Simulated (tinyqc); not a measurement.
From results back to parameters: conductance of a narrow metal strip with scatterers (square lattice, Green functions). Three cases, with inputs chosen for the exercise.

Problem. Boundaries with reflection R, a distance dg apart, add incoherently to the scattering in a one-dimensional channel: rho/rho0 = 1 + (lam/dg) R/(1 - R). The ratio comes from a hidden R.

Case 1.

Values chosen (out of a larger set: hopping and spacing of the size met in Cu or Al; the lattice is a model; not measured data): lam = 18 nm (bulk mean free path); dg = 55 nm (distance between boundaries).

rho/rho0 = 1.34063

Case 2.

Values chosen (out of a larger set: hopping and spacing of the size met in Cu or Al; the lattice is a model; not measured data): lam = 26 nm (bulk mean free path); dg = 32 nm (distance between boundaries).

rho/rho0 = 1.84566

Case 3.

Values chosen (out of a larger set: hopping and spacing of the size met in Cu or Al; the lattice is a model; not measured data): lam = 33 nm (bulk mean free path); dg = 51 nm (distance between boundaries).

rho/rho0 = 1.89356

Find: R; effective mean free path lam rho0/rho.

Solution. y = (rho/rho0 - 1) dg/lam = R/(1 - R), so R = y/(1 + y).

Case 1.

R = 0.510
effective mean free path lam rho0/rho = 13.43 nm

Case 2.

R = 0.510
effective mean free path lam rho0/rho = 14.09 nm

Case 3.

R = 0.580
effective mean free path lam rho0/rho = 17.43 nm

Computed by tinyqc, one run a case: `OMP_NUM_THREADS=1 python tinyqc.py N N+1 out.jsonl` with N = 1452061, 1452067, 1452072; one thread of a shared Intel(R) Xeon(R) Processor @ 2.30GHz, about 0.01 s a run at most.
